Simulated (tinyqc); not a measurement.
Inside a calculation. Method: one-electron ion in a basis of Gaussians. Computed by tinyqc, a small Python program that keeps every step. Settings: Z = 3, l = 0. Command: `OMP_NUM_THREADS=1 python tinyqc.py 27714 27715 out.jsonl` (the two numbers bound the seeds that draw the settings). One thread of a shared host (Intel(R) Xeon(R) Processor @ 2.60GHz), about 0.01 s of CPU time with the checks.

## Matrices over normalised Gaussians

exponents of r^l exp(-a r^2) (1/bohr^2): 1.007000  1.619000

Z = 3

l = 0

With p = a_i + a_j and I(k) = Gamma((k+1)/2) / (2 p^((k+1)/2)): S = I(2l+2), T = (2l+3) a_i a_j S / p, V = -Z I(2l+1), each divided by sqrt(S_ii S_jj).

S:
```
          1         2
1  1.000000  0.958981
2  0.958981  1.000000
```

T (hartree):
```
          1         2
1  1.510500  1.786130
2  1.786130  2.428500
```

V (hartree):
```
           1          2
1  -4.804034  -5.260582
2  -5.260582  -6.091367
```

## Generalised eigenproblem

H = T + V (hartree):
```
           1          2
1  -3.293534  -3.474453
2  -3.474453  -3.662867
```

Solve H C = S C e through S^(-1/2); each column has its largest component positive (the first on a tie).

eigenvalues of S: 0.041019  1.958981

eigenvalues (hartree): -3.667780  0.027302

coefficients:
```
           1          2
1  -0.128633   3.525373
2   1.122692  -3.344304
```

For Z = 3 and l = 0 the exact lowest level is -Z^2/(2 n^2) with n = l + 1: -4.500000 hartree.
